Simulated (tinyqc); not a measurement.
From results back to parameters: finite square well with mass mismatch (envelope functions). Two cases, with inputs chosen for the exercise.

Problem. The lowest level of this well was computed from a hidden depth V0.

A square well of width L and depth V0, mass mw inside and mb outside, energies from the bottom of the well, c = hbar^2/2m0. k = sqrt(mw E/c), kappa = sqrt(mb (V0 - E)/c). psi and psi'/m are continuous at the walls (BenDaniel-Duke), so level n solves k L + 2 atan[(k/mw)/(kappa/mb)] = n pi.

Constants: hbar^2/2m0 = 3.80998211 eV angstrom^2.

Case 1.

Values chosen (out of a larger set: near those of the light valleys of a Si film in SiO2; not measured data): L = 26 angstrom (well width); mw = 0.185 m0 (mass in the well); mb = 0.522 m0 (mass in the barrier).

E1 = 0.171419 eV

Case 2.

Values chosen (out of a larger set: near those of the light valleys of a Si film in SiO2; not measured data): L = 53 angstrom (well width); mw = 0.191 m0 (mass in the well); mb = 0.5 m0 (mass in the barrier).

E1 = 0.052321 eV

Find: k; kappa; V0.

Solution. For n = 1 the condition reads kappa = (mb/mw) k tan(kL/2); then V0 = E1 + c kappa^2/mb.

Case 1.

k = 0.09123 1/angstrom
kappa = 0.6357 1/angstrom
V0 = 3.121 eV

Case 2.

k = 0.05121 1/angstrom
kappa = 0.6180 1/angstrom
V0 = 2.963 eV

Computed by tinyqc, one run a case: `OMP_NUM_THREADS=1 python tinyqc.py N N+1 out.jsonl` with N = 1251629, 1251637; one thread of a shared Intel(R) Xeon(R) Processor @ 2.30GHz, about 0.01 s a run at most.
